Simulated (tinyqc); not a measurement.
Electromigration in a confined line: Blech product, Korhonen stress evolution and Black's law. From nucleation time back to critical stress sigma_c. Computed by tinyqc, a small Python program. Command: `OMP_NUM_THREADS=1 python tinyqc.py 3010191 3010192 out.jsonl emigr inv`. One thread of a shared host (Intel(R) Xeon(R) Processor @ 2.30GHz), about 0.01 s of CPU time with the checks.

The electron wind pushes atoms from the cathode (x = 0) to the anode (x = L); blocking ends build a back stress (tension positive). The input rho is taken not to change with temperature. d sigma/dt = d/dx [kappa (d sigma/dx + G)], with zero flux at both ends and sigma = sigma_0 at t = 0.

Inputs (values chosen for the exercise, close to those used for copper lines):

| quantity | value | unit |
|---|---|---|
| resistivity rho | 3.96 | micro-ohm cm |
| atomic volume Omega | 11.8 | angstrom^3 |
| effective charge number Z* | 1.1 | - |
| prefactor D0 | 2.3e-08 | m^2/s |
| activation energy E | 0.837 | eV |
| effective modulus B | 17 | GPa |
| initial stress sigma_0 | 18 | MPa |
| current density j | 4.9 | MA/cm^2 |
| line length L | 53 | um |
| test temperature T | 340 | C |

Start: thermal stress.

Constants: e = 1.602176634e-19 C; k_B = 8.617333262e-05 eV/K; k_B = 1.380649e-23 J/K.

Method:
- G = Z* e rho j/Omega; D = D0 exp(-E/(k_B T)); kappa = D B Omega/(k_B T); drift velocity of an unconfined line v = D Z* e rho j/(k_B T). SI: 1 micro-ohm cm = 1e-8 ohm m, 1 MA/cm^2 = 1e10 A/m^2.
- Temperatures in kelvin are T(C) + 273.15.
- At steady state sigma(x) = sigma_0 + G (L/2 - x). A void forms only if the cathode stress reaches sigma_c, that is if j L exceeds (j L)_c = 2 Omega (sigma_c - sigma_0)/(Z* e rho). Time scale tau = L^2/kappa.
- sigma(x, t) = sigma_0 + G L [1/2 - x/L - 4 sum_(m odd) cos(m pi x/L) exp(-m^2 pi^2 s)/(m pi)^2], s = t/tau, summed to m = 399.
- Solve sigma(0, t) = sigma_c for s; the semi-infinite estimate is t = (pi/kappa) ((sigma_c - sigma_0)/(2 G))^2.

Problem. A run gave the result below. Find the critical stress sigma_c, known to lie between 73 and 190 MPa.

nucleation time = 0.02465042 h

Solution.

Each step takes the trial c = (a f_b - b f_a)/(f_b - f_a), f being the result less the target and a, b, c the logarithms of the listed values; c replaces end b, the old b replaces a if the sign of f changed, and otherwise f_a is halved.

Scan of the range:

| critical stress sigma_c (MPa) | nucleation time (h) |
|---|---|
| 73.0 | 0.010929 |
| 85.6 | 0.016510 |
| 100.0 | 0.024294 |
| 118.0 | 0.036130 |
| 138.0 | 0.052027 |
| 162.0 | 0.074919 |
| 190.0 | 0.106886 |

False position (Illinois rule, in the logarithm of the input) inside the bracket:

| step | end a | end b | trial | nucleation time (h) |
|---|---|---|---|---|
| 1 | 100.000 | 118.000 | 100.500 | 0.0245909 |
| 2 | 118.000 | 100.500 | 100.583 | 0.0246406 |
| 3 | 118.000 | 100.583 | 100.611 | 0.0246570 |
| 4 | 100.583 | 100.611 | 100.600 | 0.0246504 |
| 5 | 100.611 | 100.600 | 100.600 | 0.0246504 |

Nucleation time rises at every point of a 13-point scan of the range (every second point is shown), so one value fits; it is bracketed by 100 and 118. Answer: critical stress sigma_c = 100.6 MPa.
